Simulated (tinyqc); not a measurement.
Resonant-tunnelling diode, transfer matrices and Tsu-Esaki current: effect of temperature at two biases.

Emitter (band edge 0), barrier d1, well Lw, barrier d2, spacer ds, collector (edge -V). The bias drops linearly over these layers and none in the contacts; each layer is cut into ns equal slices, flat at the value of their centres. E is the energy of motion across the layers, C = hbar^2/(2 m0), psi and psi'/m are continuous. Transport is coherent, T(E) is taken as independent of the transverse momentum, and charge in the well is ignored.

The current at V = 0.343 V and at V = 0.525 V, Ef held fixed. For the pair (psi, psi'/m) a flat layer has M = [[cos kd, (m/k) sin kd], [-(k/m) sin kd, cos kd]] with k = sqrt(m (E - U)/C) above its edge U, and M = [[cosh Kd, (m/K) sinh Kd], [(K/m) sinh Kd, cosh Kd]] with K = sqrt(m (U - E)/C) below it. Later slices stand to the left. With M acting on (psi, psi'/m) and v = k/m in each lead, T(E) = 4 vL vR/[(vL vR M12 - M21)^2 + (vR M11 + vL M22)^2]. J = J0 times the integral over E > 0 of T(E) N(E), N = ln[(1 + exp((Ef - E)/Vt))/(1 + exp((Ef - V - E)/Vt))], J0 = q^2 mw m0 kB T/(2 pi^2 hbar^3) (times 1e-4 for A/cm^2 per eV). The integral is converged to the digits shown.

Inputs (values chosen for the exercise); masses and offsets close to those of InGaAs wells and InAlAs barriers:
```
symbol  value  unit                                               meaning
mw      0.042    m0                 mass in the well, spacer and contacts
U1       0.53    eV                                        barrier height
m1      0.073    m0                                          barrier mass
d1        1.4    nm                                       emitter barrier
Lw          5    nm                                            well width
d2        1.4    nm                                     collector barrier
ns          2                                        slices in each layer
ds          5    nm            undoped spacer after the collector barrier
Ef      0.098    eV  Fermi energy of both contacts above their band edges
```

Constants: q = 1.602176634e-19 C, kB = 1.380649e-23 J/K, hbar = 1.054571817e-34 J s, m0 = 9.1093837015e-31 kg, Vt = kB T/q, hbar^2/(2 m0) = 0.0380998212 eV nm^2. Results are converted to the units shown.

Results:
```
T (K)	J at 0.343 V (kA/cm^2)	J at 0.525 V (kA/cm^2)	ratio
40	854.4	136.9	6.242
77	856.8	138.7	6.178
150	867.0	145.7	5.952
300	918.3	175.3	5.238
400	977.1	208.2	4.693
```

Estimate the missing row, T = 220 K.

Computed row:
```
T (K)	J at 0.343 V (kA/cm^2)	J at 0.525 V (kA/cm^2)	ratio
220	885.3	156.8	5.645
```

With this row back in the table: The first current rises from 854 to 977 kA/cm^2, the second rises from 137 to 208 kA/cm^2, and their ratio falls from 6.24 to 4.69.

Computed by the program tinyqc: `OMP_NUM_THREADS=1 python tinyqc.py 2600108 2600109 out.jsonl`, one thread of a shared Intel Xeon 2.30GHz, about 0.2 s for the whole run.
